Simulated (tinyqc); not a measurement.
Electromigration in a confined line: Blech product, Korhonen stress evolution and Black's law: one step, computed by the program tinyqc.

The electron wind pushes atoms from the cathode (x = 0) to the anode (x = L); blocking ends build a back stress (tension positive). The input rho is taken not to change with temperature. d sigma/dt = d/dx [kappa (d sigma/dx + G)], with zero flux at both ends and sigma = 0 at t = 0.

Question. Stress along the line. sigma(x, t) = G L [1/2 - x/L - 4 sum_(m odd) cos(m pi x/L) exp(-m^2 pi^2 s)/(m pi)^2], s = t/tau, summed to m = 399. Steady state: G L (1/2 - x/L). Take x/L = 0, 0.1, 0.2, 0.3, 0.4, 0.6, 0.8 and 1.

Inputs (values chosen for the exercise, close to those used for copper lines): line length L = 17 um; test temperature T = 310 C; time as a fraction of L^2/kappa, s = 0.39.

Start: stress-free.

stress gradient G = 9.865063 MPa/um

Give: Stress (MPa).

Answer.

Stress (MPa):

| x/L | at time s | steady state |
|---|---|---|
| 0.0 | 82.41 | 83.85 |
| 0.1 | 65.71 | 67.08 |
| 0.2 | 49.14 | 50.31 |
| 0.3 | 32.69 | 33.54 |
| 0.4 | 16.32 | 16.77 |
| 0.6 | -16.32 | -16.77 |
| 0.8 | -49.14 | -50.31 |
| 1.0 | -82.41 | -83.85 |
